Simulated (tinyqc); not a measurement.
Delta-doped layer in the Thomas-Fermi potential: sweeps and comparisons. A value that a table varies takes the place of the one given here.

All donors ionised in the plane z = 0, zero temperature, energies from the Fermi level EF of the Thomas-Fermi model, which lies at the bulk band edge; c = hbar^2/2m0, q = e^2/(4 pi eps0). gv = 1 equivalent valley, m_d = sqrt(m3^3/mz) in the plane. With n = (gv/3 pi^2)(m3 (-V)/c)^(3/2) and V'' = -(4 pi q/eps) n for z > 0, the solution is V = -b/(|z| + z0)^4 with sqrt(b) = 20/K, K = (4 pi q/eps)(gv/3 pi^2)(m3/c)^(3/2), and z0^5 = 4b/(e F0), e F0 = 2 pi q N/eps; 1e13/cm^2 = 1e-3/angstrom^2. Exchange and correlation are left out.

Subbands solve -(c/m_z) psi'' + V psi = E psi on 1280 points of spacing z0/80; up to ten levels for each group, kept if bound with an rms width below 2.5 z0.

Constants: hbar^2/2m0 = 3.80998211 eV angstrom^2; e^2/(4 pi eps0) = 14.39964547 eV angstrom.

Parameters, chosen for this exercise (near those of a delta-doped layer in GaAs; shifted at random, so the results belong to these values and not to a real crystal): m3 = 0.066 m0 (density-of-states mass of a valley); mz = 0.066 m0 (mass along z); eps = 13.1 (dielectric constant); Nl = (0.016, 0.032, 0.064, 0.11, 0.19, 0.32, 0.51) x 1e13/cm^2 (sheet densities); N = 0.16 x 1e13/cm^2 (donor sheet density).

## Doping density

The well, the lowest level and the filling anew; at zero temperature n_i = g m_d (mu - E_i)/(2 pi c), with mu fixed by sum n_i = N.

Results:

| N (1e13/cm^2) | z0 (angstrom) | depth (eV) | lowest (eV) | next - lowest (eV) | occupied | share of lowest (%) |
|---|---|---|---|---|---|---|
| 0.016 | 418.2 | 0.0116 | -0.0052 | 0.0045 | 3 | 88.1 |
| 0.032 | 364.1 | 0.0201 | -0.0097 | 0.0078 | 3 | 82.6 |
| 0.064 | 317.0 | 0.0350 | -0.0180 | 0.0136 | 3 | 77.0 |
| 0.11 | 284.4 | 0.0540 | -0.0290 | 0.0208 | 4 | 72.5 |
| 0.19 | 255.0 | 0.0836 | -0.0470 | 0.0318 | 4 | 68.0 |
| 0.32 | 229.7 | 0.1269 | -0.0742 | 0.0473 | 5 | 63.8 |
| 0.51 | 209.3 | 0.1843 | -0.1113 | 0.0672 | 5 | 60.1 |

The depth grows as N^(4/5) and z0 shrinks as N^(-1/5): factors 15.9 and 2.00 for 32 times the doping. The lowest level deepens faster, with exponent 0.89, since the zero-point energy takes a smaller share of a deeper well (55 % falling to 40 %). The number of occupied subbands is 3 in the first row and 5 in the last. Up to N = 0.032 the donor spacing exceeds 1.5 Bohr radii (one radius, a0 eps/m with the density-of-states mass, is 105 angstrom), where a uniform sheet is a crude picture of discrete donors (beyond about three radii electrons stay on single donors).

## What each parameter does

z0, depth, lowest level and its rms width. Each row changes one parameter from the base and keeps the others.

Results:

| case | z0 (angstrom) | depth (eV) | lowest (eV) | rms z (angstrom) |
|---|---|---|---|---|
| base | 263.89 | 0.0729 | -0.0404 | 43.94 |
| N = 0.256 x 1e13/cm^2 | 240.22 | 0.1062 | -0.0610 | 36.82 |
| eps = 11.8 | 247.85 | 0.0760 | -0.0414 | 42.83 |
| m3 = 0.076 m0 | 242.47 | 0.0670 | -0.0352 | 45.26 |
| mz = 0.056 m0 | 263.89 | 0.0729 | -0.0391 | 47.29 |

The largest shifts from the base row, up to three for each result and ties (the steps differ in size, so this ranks the rows, not the parameters). z0 (angstrom): N -23.68, m3 -21.42, eps -16.04; unchanged at the printed digits by mz. depth (eV): N +0.0333, m3 -0.0059, eps +0.0031; unchanged at the printed digits by mz. lowest (eV): N -0.0206, m3 +0.0052, mz +0.0013. rms z (angstrom): N -7.12, mz +3.35, m3 +1.32.

Computed by tinyqc, a small Python program: `OMP_NUM_THREADS=1 python tinyqc.py 1250342 1250343 out.jsonl` (the numbers bound the seed that draws the inputs); one thread of a shared host (Intel(R) Xeon(R) Processor @ 2.30GHz), about 0.05 s for the whole set of steps.
